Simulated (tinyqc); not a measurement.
ROHF in the 3-21g basis, for H3, spin multiplicity 2, step by step (part 2 of 2). Computed by tinyqc, a small Python program that keeps every step (integrals from PySCF). Command: `OMP_NUM_THREADS=1 python tinyqc.py 21157 21158 out.jsonl` (the two numbers bound the seeds that draw the settings). One thread of a shared host (Intel(R) Xeon(R) Processor @ 2.60GHz), about 0.06 s of CPU time with the checks.

Geometry (angstrom):
```
atom         x         y          z
H     0.000000  0.000000   0.000000
H     0.000000  0.000000   1.503000
H     0.000000  0.000000  -1.503000
```

## Iteration 2: diagonalisation and new density

extrapolated F (hartree), order 1H 1s, 1H 2s, 2H 1s, 2H 2s, 3H 1s, 3H 2s:
$$\begin{pmatrix}
0.287344 & -0.363187 & -0.154821 & -0.238858 & -0.154821 & -0.238858 \\
-0.363187 & -0.294757 & -0.238043 & -0.256995 & -0.238043 & -0.256995 \\
-0.154821 & -0.238043 & 0.265249 & -0.338394 & 0.018882 & -0.023797 \\
-0.238858 & -0.256995 & -0.338394 & -0.199437 & -0.023797 & -0.097725 \\
-0.154821 & -0.238043 & 0.018882 & -0.023797 & 0.265249 & -0.338394 \\
-0.238858 & -0.256995 & -0.023797 & -0.097725 & -0.338394 & -0.199437
\end{pmatrix}$$

X, order 1H 1s, 1H 2s, 2H 1s, 2H 2s, 3H 1s, 3H 2s:
$$\begin{pmatrix}
1.255683 & -0.529874 & 0.021845 & 0.055293 & 0.021845 & 0.055293 \\
-0.529874 & 1.595217 & 0.046309 & -0.421666 & 0.046309 & -0.421666 \\
0.021845 & 0.046309 & 1.240950 & -0.484484 & -0.000309 & -0.011182 \\
0.055293 & -0.421666 & -0.484484 & 1.401815 & -0.011182 & 0.122123 \\
0.021845 & 0.046309 & -0.000309 & -0.011182 & 1.240950 & -0.484484 \\
0.055293 & -0.421666 & -0.011182 & 0.122123 & -0.484484 & 1.401815
\end{pmatrix}$$

Diagonalise F' = X^T F X, C = X C', fill 2 alpha and 1 beta electrons from the bottom; D(s) = C_occ C_occ^T. Each column has its largest component positive (the first on a tie).

F' = X^T F X (hartree):
$$\begin{pmatrix}
0.808126 & -0.664826 & -0.012937 & -0.074391 & -0.012937 & -0.074391 \\
-0.664826 & 0.291272 & -0.092600 & -0.196232 & -0.092600 & -0.196232 \\
-0.012937 & -0.092600 & 0.748107 & -0.632361 & 0.021664 & 0.020960 \\
-0.074391 & -0.196232 & -0.632361 & 0.262704 & 0.020960 & -0.007011 \\
-0.012937 & -0.092600 & 0.021664 & 0.020960 & 0.748107 & -0.632361 \\
-0.074391 & -0.196232 & 0.020960 & -0.007011 & -0.632361 & 0.262704
\end{pmatrix}$$

orbital energies (hartree): MO1 -0.466364, MO2 -0.194004, MO3 0.143240, MO4 1.177939, MO5 1.190162, MO6 1.270048

coefficients C, order 1H 1s, 1H 2s, 2H 1s, 2H 2s, 3H 1s, 3H 2s:
$$\begin{pmatrix}
0.202763 & 0.000000 & 0.209930 & 0.140911 & 0.000000 & -1.326475 \\
0.441293 & 0.000000 & 0.945556 & -0.576275 & 0.000000 & 1.328333 \\
0.147579 & 0.235104 & -0.141371 & -0.918384 & 0.909448 & -0.099325 \\
0.279910 & 0.544185 & -0.668053 & 0.939684 & -0.796665 & -0.239260 \\
0.147579 & -0.235104 & -0.141371 & -0.918384 & -0.909448 & -0.099325 \\
0.279910 & -0.544185 & -0.668053 & 0.939684 & 0.796665 & -0.239260
\end{pmatrix}$$

D(alpha) after iteration 2, order 1H 1s, 1H 2s, 2H 1s, 2H 2s, 3H 1s, 3H 2s:
$$\begin{pmatrix}
0.041113 & 0.089478 & 0.029924 & 0.056755 & 0.029924 & 0.056755 \\
0.089478 & 0.194740 & 0.065126 & 0.123522 & 0.065126 & 0.123522 \\
0.029924 & 0.065126 & 0.077054 & 0.169249 & -0.033494 & -0.086631 \\
0.056755 & 0.123522 & 0.169249 & 0.374487 & -0.086631 & -0.217788 \\
0.029924 & 0.065126 & -0.033494 & -0.086631 & 0.077054 & 0.169249 \\
0.056755 & 0.123522 & -0.086631 & -0.217788 & 0.169249 & 0.374487
\end{pmatrix}$$

D(beta) after iteration 2, order 1H 1s, 1H 2s, 2H 1s, 2H 2s, 3H 1s, 3H 2s:
$$\begin{pmatrix}
0.041113 & 0.089478 & 0.029924 & 0.056755 & 0.029924 & 0.056755 \\
0.089478 & 0.194740 & 0.065126 & 0.123522 & 0.065126 & 0.123522 \\
0.029924 & 0.065126 & 0.021780 & 0.041309 & 0.021780 & 0.041309 \\
0.056755 & 0.123522 & 0.041309 & 0.078349 & 0.041309 & 0.078349 \\
0.029924 & 0.065126 & 0.021780 & 0.041309 & 0.021780 & 0.041309 \\
0.056755 & 0.123522 & 0.041309 & 0.078349 & 0.041309 & 0.078349
\end{pmatrix}$$

## Iteration 3: building the Fock matrix

core Hamiltonian H = T + V (hartree), order 1H 1s, 1H 2s, 2H 1s, 2H 2s, 3H 1s, 3H 2s:
$$\begin{pmatrix}
-0.875674 & -0.944304 & -0.096573 & -0.333423 & -0.096573 & -0.333423 \\
-0.944304 & -1.101784 & -0.313068 & -0.567395 & -0.313068 & -0.567395 \\
-0.096573 & -0.313068 & -0.699634 & -0.830612 & -0.000016 & -0.013104 \\
-0.333423 & -0.567395 & -0.830612 & -0.931040 & -0.013104 & -0.085522 \\
-0.096573 & -0.313068 & -0.000016 & -0.013104 & -0.699634 & -0.830612 \\
-0.333423 & -0.567395 & -0.013104 & -0.085522 & -0.830612 & -0.931040
\end{pmatrix}$$

nuclear repulsion = 0.88020161 hartree

Given earlier and not repeated: Two-electron integrals (ij|kl) in chemists' order.

J_ij = sum D_kl (ij|kl) with D = D(alpha) + D(beta), K_ij = sum D_kl (ik|jl) for each spin; F = H + J - K(s); E = tr D H + tr D J / 2 - 0.5 sum_s tr D(s) K(s) + E_nn.

Coulomb J (hartree), order 1H 1s, 1H 2s, 2H 1s, 2H 2s, 3H 1s, 3H 2s:
$$\begin{pmatrix}
1.486798 & 0.908136 & 0.041644 & 0.266060 & 0.041644 & 0.266060 \\
0.908136 & 1.207307 & 0.244891 & 0.557460 & 0.244891 & 0.557460 \\
0.041644 & 0.244891 & 1.303116 & 0.789680 & 0.000002 & 0.006560 \\
0.266060 & 0.557460 & 0.789680 & 1.039518 & 0.006560 & 0.062834 \\
0.041644 & 0.244891 & 0.000002 & 0.006560 & 1.303116 & 0.789680 \\
0.266060 & 0.557460 & 0.006560 & 0.062834 & 0.789680 & 1.039518
\end{pmatrix}$$

exchange K(alpha) (hartree), order 1H 1s, 1H 2s, 2H 1s, 2H 2s, 3H 1s, 3H 2s:
$$\begin{pmatrix}
0.328985 & 0.331001 & 0.103634 & 0.175320 & 0.103634 & 0.175320 \\
0.331001 & 0.417934 & 0.198378 & 0.272882 & 0.198378 & 0.272882 \\
0.103634 & 0.198378 & 0.478028 & 0.423657 & -0.027245 & -0.007993 \\
0.175320 & 0.272882 & 0.423657 & 0.444391 & -0.007993 & 0.028342 \\
0.103634 & 0.198378 & -0.027245 & -0.007993 & 0.478028 & 0.423657 \\
0.175320 & 0.272882 & -0.007993 & 0.028342 & 0.423657 & 0.444391
\end{pmatrix}$$

exchange K(beta) (hartree), order 1H 1s, 1H 2s, 2H 1s, 2H 2s, 3H 1s, 3H 2s:
$$\begin{pmatrix}
0.325661 & 0.322527 & 0.094579 & 0.166529 & 0.094579 & 0.166529 \\
0.322527 & 0.380661 & 0.140618 & 0.221147 & 0.140618 & 0.221147 \\
0.094579 & 0.140618 & 0.158621 & 0.159782 & 0.032651 & 0.057362 \\
0.166529 & 0.221147 & 0.159782 & 0.197745 & 0.057362 & 0.100244 \\
0.094579 & 0.140618 & 0.032651 & 0.057362 & 0.158621 & 0.159782 \\
0.166529 & 0.221147 & 0.057362 & 0.100244 & 0.159782 & 0.197745
\end{pmatrix}$$

F(alpha) (hartree), order 1H 1s, 1H 2s, 2H 1s, 2H 2s, 3H 1s, 3H 2s:
$$\begin{pmatrix}
0.282139 & -0.367169 & -0.158562 & -0.242683 & -0.158562 & -0.242683 \\
-0.367169 & -0.312411 & -0.266555 & -0.282816 & -0.266555 & -0.282816 \\
-0.158562 & -0.266555 & 0.125454 & -0.464589 & 0.027230 & 0.001449 \\
-0.242683 & -0.282816 & -0.464589 & -0.335913 & 0.001449 & -0.051029 \\
-0.158562 & -0.266555 & 0.027230 & 0.001449 & 0.125454 & -0.464589 \\
-0.242683 & -0.282816 & 0.001449 & -0.051029 & -0.464589 & -0.335913
\end{pmatrix}$$

F(beta) (hartree), order 1H 1s, 1H 2s, 2H 1s, 2H 2s, 3H 1s, 3H 2s:
$$\begin{pmatrix}
0.285463 & -0.358695 & -0.149508 & -0.233892 & -0.149508 & -0.233892 \\
-0.358695 & -0.275138 & -0.208795 & -0.231082 & -0.208795 & -0.231082 \\
-0.149508 & -0.208795 & 0.444861 & -0.200714 & -0.032665 & -0.063906 \\
-0.233892 & -0.231082 & -0.200714 & -0.089267 & -0.063906 & -0.122932 \\
-0.149508 & -0.208795 & -0.032665 & -0.063906 & 0.444861 & -0.200714 \\
-0.233892 & -0.231082 & -0.063906 & -0.122932 & -0.200714 & -0.089267
\end{pmatrix}$$

total energy of this density = -1.48077524 hartree

## Iteration 3: Roothaan effective Fock matrix

overlap S, order 1H 1s, 1H 2s, 2H 1s, 2H 2s, 3H 1s, 3H 2s:
$$\begin{pmatrix}
1.000000 & 0.645899 & 0.029904 & 0.190813 & 0.029904 & 0.190813 \\
0.645899 & 1.000000 & 0.190813 & 0.477634 & 0.190813 & 0.477634 \\
0.029904 & 0.190813 & 1.000000 & 0.645899 & 0.000001 & 0.004970 \\
0.190813 & 0.477634 & 0.645899 & 1.000000 & 0.004970 & 0.052045 \\
0.029904 & 0.190813 & 0.000001 & 0.004970 & 1.000000 & 0.645899 \\
0.190813 & 0.477634 & 0.004970 & 0.052045 & 0.645899 & 1.000000
\end{pmatrix}$$

With projectors Pc = D(beta) S, Po = (D(alpha) - D(beta)) S, Pv = 1 - D(alpha) S, the block xy is Px^T F Py; with Fc = (F(alpha) + F(beta))/2, the blocks are Fc for cc, oo, vv and cv, F(beta) for co and F(alpha) for ov.

effective F (hartree), order 1H 1s, 1H 2s, 2H 1s, 2H 2s, 3H 1s, 3H 2s:
$$\begin{pmatrix}
0.283801 & -0.362932 & -0.154035 & -0.238287 & -0.154035 & -0.238287 \\
-0.362932 & -0.293774 & -0.237675 & -0.256949 & -0.237675 & -0.256949 \\
-0.154035 & -0.237675 & 0.264537 & -0.339967 & 0.017904 & -0.023913 \\
-0.238287 & -0.256949 & -0.339967 & -0.202420 & -0.023913 & -0.097151 \\
-0.154035 & -0.237675 & 0.017904 & -0.023913 & 0.264537 & -0.339967 \\
-0.238287 & -0.256949 & -0.023913 & -0.097151 & -0.339967 & -0.202420
\end{pmatrix}$$

## Iteration 3: DIIS over 3 matrices

error matrix X^T (FDS - SDF) X:
$$\begin{pmatrix}
0.000000 & -0.001834 & -0.000200 & 0.000518 & -0.000200 & 0.000518 \\
0.001834 & 0.000000 & 0.000947 & 0.002931 & 0.000947 & 0.002931 \\
0.000200 & -0.000947 & 0.000000 & 0.001738 & 0.000000 & -0.000563 \\
-0.000518 & -0.002931 & -0.001738 & 0.000000 & 0.000563 & 0.000000 \\
0.000200 & -0.000947 & 0.000000 & -0.000563 & 0.000000 & 0.001738 \\
-0.000518 & -0.002931 & 0.000563 & 0.000000 & -0.001738 & 0.000000
\end{pmatrix}$$

B (overlaps of the stored error matrices):
$$\begin{pmatrix}
2.8630897e-01 & 2.4848719e-02 & 5.8774331e-04 \\
2.4848719e-02 & 3.3747741e-03 & 3.0922249e-04 \\
5.8774331e-04 & 3.0922249e-04 & 5.9256845e-05
\end{pmatrix}$$

Minimise |sum c_i e_i|^2 with sum c_i = 1: solve [B -1; -1 0][c; lambda] = [0; -1] with B_ij = tr e_i^T e_j, and take F = sum c_i F_i.

DIIS coefficients: [0.019933, -0.258765, 1.238832]

extrapolated F (hartree), order 1H 1s, 1H 2s, 2H 1s, 2H 2s, 3H 1s, 3H 2s:
$$\begin{pmatrix}
0.282847 & -0.362888 & -0.153853 & -0.238163 & -0.153853 & -0.238163 \\
-0.362888 & -0.293607 & -0.237621 & -0.256994 & -0.237621 & -0.256994 \\
-0.153853 & -0.237621 & 0.264347 & -0.340393 & 0.017650 & -0.023961 \\
-0.238163 & -0.256994 & -0.340393 & -0.203209 & -0.023961 & -0.097038 \\
-0.153853 & -0.237621 & 0.017650 & -0.023961 & 0.264347 & -0.340393 \\
-0.238163 & -0.256994 & -0.023961 & -0.097038 & -0.340393 & -0.203209
\end{pmatrix}$$

## Iteration 3: diagonalisation and new density

As before.

F' = X^T F X (hartree):
$$\begin{pmatrix}
0.801209 & -0.662632 & -0.012371 & -0.074026 & -0.012371 & -0.074026 \\
-0.662632 & 0.292141 & -0.091674 & -0.196035 & -0.091674 & -0.196035 \\
-0.012371 & -0.091674 & 0.748336 & -0.633461 & 0.020226 & 0.020682 \\
-0.074026 & -0.196035 & -0.633461 & 0.258408 & 0.020682 & -0.006304 \\
-0.012371 & -0.091674 & 0.020226 & 0.020682 & 0.748336 & -0.633461 \\
-0.074026 & -0.196035 & 0.020682 & -0.006304 & -0.633461 & 0.258408
\end{pmatrix}$$

orbital energies (hartree): MO1 -0.466831, MO2 -0.197554, MO3 0.139803, MO4 1.177360, MO5 1.190376, MO6 1.263685

coefficients C, order 1H 1s, 1H 2s, 2H 1s, 2H 2s, 3H 1s, 3H 2s:
$$\begin{pmatrix}
0.203398 & 0.000000 & 0.213285 & 0.144739 & 0.000000 & -1.325430 \\
0.436145 & 0.000000 & 0.944305 & -0.581158 & 0.000000 & 1.328796 \\
0.147408 & 0.233219 & -0.141049 & -0.918135 & 0.909933 & -0.102290 \\
0.283320 & 0.545835 & -0.666173 & 0.940474 & -0.795535 & -0.237379 \\
0.147408 & -0.233219 & -0.141049 & -0.918135 & -0.909933 & -0.102290 \\
0.283320 & -0.545835 & -0.666173 & 0.940474 & 0.795535 & -0.237379
\end{pmatrix}$$

D(alpha) after iteration 3, order 1H 1s, 1H 2s, 2H 1s, 2H 2s, 3H 1s, 3H 2s:
$$\begin{pmatrix}
0.041371 & 0.088711 & 0.029983 & 0.057627 & 0.029983 & 0.057627 \\
0.088711 & 0.190223 & 0.064291 & 0.123569 & 0.064291 & 0.123569 \\
0.029983 & 0.064291 & 0.076120 & 0.169063 & -0.032662 & -0.085535 \\
0.057627 & 0.123569 & 0.169063 & 0.378207 & -0.085535 & -0.217666 \\
0.029983 & 0.064291 & -0.032662 & -0.085535 & 0.076120 & 0.169063 \\
0.057627 & 0.123569 & -0.085535 & -0.217666 & 0.169063 & 0.378207
\end{pmatrix}$$

D(beta) after iteration 3, order 1H 1s, 1H 2s, 2H 1s, 2H 2s, 3H 1s, 3H 2s:
$$\begin{pmatrix}
0.041371 & 0.088711 & 0.029983 & 0.057627 & 0.029983 & 0.057627 \\
0.088711 & 0.190223 & 0.064291 & 0.123569 & 0.064291 & 0.123569 \\
0.029983 & 0.064291 & 0.021729 & 0.041764 & 0.021729 & 0.041764 \\
0.057627 & 0.123569 & 0.041764 & 0.080270 & 0.041764 & 0.080270 \\
0.029983 & 0.064291 & 0.021729 & 0.041764 & 0.021729 & 0.041764 \\
0.057627 & 0.123569 & 0.041764 & 0.080270 & 0.041764 & 0.080270
\end{pmatrix}$$

## Iteration 6 (converged): orbitals

converged F (hartree), order 1H 1s, 1H 2s, 2H 1s, 2H 2s, 3H 1s, 3H 2s:
$$\begin{pmatrix}
0.282550 & -0.363053 & -0.154070 & -0.238400 & -0.154070 & -0.238400 \\
-0.363053 & -0.293802 & -0.237818 & -0.257222 & -0.237818 & -0.257222 \\
-0.154070 & -0.237818 & 0.264351 & -0.340512 & 0.017618 & -0.024070 \\
-0.238400 & -0.257222 & -0.340512 & -0.203328 & -0.024070 & -0.097217 \\
-0.154070 & -0.237818 & 0.017618 & -0.024070 & 0.264351 & -0.340512 \\
-0.238400 & -0.257222 & -0.024070 & -0.097217 & -0.340512 & -0.203328
\end{pmatrix}$$

As before.

F' = X^T F X (hartree):
$$\begin{pmatrix}
0.800848 & -0.662530 & -0.012511 & -0.074198 & -0.012511 & -0.074198 \\
-0.662530 & 0.292117 & -0.091743 & -0.196147 & -0.091743 & -0.196147 \\
-0.012511 & -0.091743 & 0.748439 & -0.633587 & 0.020248 & 0.020631 \\
-0.074198 & -0.196147 & -0.633587 & 0.258445 & 0.020631 & -0.006384 \\
-0.012511 & -0.091743 & 0.020248 & 0.020631 & 0.748439 & -0.633587 \\
-0.074198 & -0.196147 & 0.020631 & -0.006384 & -0.633587 & 0.258445
\end{pmatrix}$$

orbital energies (hartree): MO1 -0.467242, MO2 -0.197520, MO3 0.140039, MO4 1.177595, MO5 1.190540, MO6 1.263321

coefficients C, order 1H 1s, 1H 2s, 2H 1s, 2H 2s, 3H 1s, 3H 2s:
$$\begin{pmatrix}
0.203533 & 0.000000 & 0.213312 & 0.145221 & 0.000000 & -1.325352 \\
0.435913 & 0.000000 & 0.944338 & -0.581627 & 0.000000 & 1.328643 \\
0.147429 & 0.233246 & -0.141023 & -0.918101 & 0.909926 & -0.102607 \\
0.283406 & 0.545811 & -0.666160 & 0.940550 & -0.795552 & -0.237012 \\
0.147429 & -0.233246 & -0.141023 & -0.918101 & -0.909926 & -0.102607 \\
0.283406 & -0.545811 & -0.666160 & 0.940550 & 0.795552 & -0.237012
\end{pmatrix}$$

D(alpha) after iteration 6, order 1H 1s, 1H 2s, 2H 1s, 2H 2s, 3H 1s, 3H 2s:
$$\begin{pmatrix}
0.041426 & 0.088723 & 0.030007 & 0.057682 & 0.030007 & 0.057682 \\
0.088723 & 0.190020 & 0.064266 & 0.123540 & 0.064266 & 0.123540 \\
0.030007 & 0.064266 & 0.076139 & 0.169091 & -0.032668 & -0.085526 \\
0.057682 & 0.123540 & 0.169091 & 0.378229 & -0.085526 & -0.217591 \\
0.030007 & 0.064266 & -0.032668 & -0.085526 & 0.076139 & 0.169091 \\
0.057682 & 0.123540 & -0.085526 & -0.217591 & 0.169091 & 0.378229
\end{pmatrix}$$

D(beta) after iteration 6, order 1H 1s, 1H 2s, 2H 1s, 2H 2s, 3H 1s, 3H 2s:
$$\begin{pmatrix}
0.041426 & 0.088723 & 0.030007 & 0.057682 & 0.030007 & 0.057682 \\
0.088723 & 0.190020 & 0.064266 & 0.123540 & 0.064266 & 0.123540 \\
0.030007 & 0.064266 & 0.021735 & 0.041782 & 0.021735 & 0.041782 \\
0.057682 & 0.123540 & 0.041782 & 0.080319 & 0.041782 & 0.080319 \\
0.030007 & 0.064266 & 0.021735 & 0.041782 & 0.021735 & 0.041782 \\
0.057682 & 0.123540 & 0.041782 & 0.080319 & 0.041782 & 0.080319
\end{pmatrix}$$

## Convergence

Stop when the energy changes by less than 1e-08 hartree and every element of the error matrix X^T (F D S - S D F) X is below 3e-05.

Course of the cycle:
```
iteration  E (hartree)     change  largest element of the error matrix
1          -1.39206622          -                             2.47e-01
2          -1.47934708  -8.73e-02                             1.65e-02
3          -1.48077524  -1.43e-03                             2.93e-03
4          -1.48079743  -2.22e-05                             2.24e-04
5          -1.48079747  -4.44e-08                             4.26e-06
6          -1.48079747  -8.89e-11                             1.77e-07
```

PySCF ROHF in the same basis = -1.48079747 hartree

Converged in 6 iterations.

## Populations, bond orders and dipole

Mulliken: Z minus the diagonal of D S on the atom; Loewdin: the same with S^(1/2) D S^(1/2); Mayer order: 2 sum_s sum (D(s) S)_ij (D(s) S)_ji over the two atoms.

Charges (e):
```
atom   Mulliken    Loewdin  Mulliken spin
1H    -0.024809  -0.010324              0
2H     0.012404   0.005162       0.500000
3H     0.012404   0.005162       0.500000
```

Mayer bond orders:
```
pair     order
2-1   0.499692
3-1   0.499692
3-2   0.244812
```

dipole moment about the origin, x y z (debye): [0.000000, 0.000000, 0.000000]
